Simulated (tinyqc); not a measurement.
Jacobi rotations on a symmetric matrix, step by step. Computed by tinyqc, a small Python program that keeps every step. Settings: method = jacobi. Command: `OMP_NUM_THREADS=1 python tinyqc.py 27839 27840 out.jsonl` (the two numbers bound the seeds that draw the settings). One thread of a shared host (Intel(R) Xeon(R) Processor @ 2.60GHz), about 0.01 s of CPU time with the checks.

## Jacobi rotation 1

A, lower triangle:
```
           1         2         3
1   0.675000
2   0.280000  0.723000
3  -0.708000  0.792000  1.223000
```

Take the largest off-diagonal element A_pq; tan 2 theta = 2 A_pq / (A_qq - A_pp) with |theta| <= pi/4; A' = J^T A J with J_pp = J_qq = cos, J_pq = sin, J_qp = -sin.

p, q, theta (rad): 2.000000  3.000000  0.632519

A', lower triangle:
```
           1         2         3
1   0.675000
2   0.644386  0.142480
3  -0.405501  0.000000  1.803520
```

## Jacobi rotation 2

As before.

p, q, theta (rad): 1.000000  2.000000  -0.589481

A', lower triangle:
```
           1          2         3
1   1.105968
2   0.000000  -0.288489
3  -0.337064   0.225430  1.803520
```

## All rotations

The off-diagonal norm falls at every rotation.

Rotations:

| step | p | q | theta | off-diagonal norm |
|---|---|---|---|---|
| 1 | 2 | 3 | 0.632519 | 1.08e+00 |
| 2 | 1 | 2 | -0.589481 | 5.73e-01 |
| 3 | 1 | 3 | -0.384162 | 3.19e-01 |
| 4 | 2 | 3 | 0.092717 | 1.19e-01 |
| 5 | 1 | 2 | -0.065467 | 1.11e-02 |
| 6 | 1 | 3 | 0.007932 | 7.24e-04 |
| 7 | 2 | 3 | -0.000225 | 5.74e-06 |
| 8 | 1 | 2 | -3.15e-06 | 1.29e-09 |

eigenvalues: -0.313437  0.975165  1.959273
